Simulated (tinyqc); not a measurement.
Ion implantation: universal nuclear stopping, Lindhard-Scharff electronic stopping and a Gaussian range profile: one step, computed by the program tinyqc. Command: `OMP_NUM_THREADS=1 python tinyqc.py 3011742 3011743 out.jsonl implant walk`. One thread of a shared host (Intel(R) Xeon(R) Processor @ 2.30GHz), about 0.09 s of CPU time with the checks.

An ion slows by elastic collisions with screened nuclei and by friction with electrons; channelling is ignored and the target is uniform.

Task: Anneal. Far from the surface a Gaussian stays Gaussian: sigma^2 = dR_p^2 + 2 D t; peak Q/(sqrt(2 pi) sigma); x_j = R_p + sigma sqrt(2 ln(peak/C_B)).

Inputs (values chosen for the exercise, modelled on oxygen ions in copper):
```
quantity             value    unit
ion mass M1             16       u
target mass M2       63.55       u
dose Q             3.9e+15  1/cm^2
background C_B     3.3e+15  1/cm^3
anneal budget D t  1.3e-12    cm^2
```

Follow-up: anneal.

straggle dR_p = 3.391415 nm

projected range R_p = 12.69096 nm

Give: width sigma; peak after the anneal; x_j after the anneal.

Result:

width sigma = 16.48 nm

peak after the anneal = 9.443e+20 1/cm^3

x_j after the anneal = 95.29 nm

Caution: the estimates of R_p and dR_p assume mainly nuclear stopping and an ion not much lighter than the target; here they are rough, and for light ions in heavy targets the straggle can be low by a factor of two or more. Caution: the width is no longer small against R_p, so the surface reflects or loses dopant and the free Gaussian is only a guide.
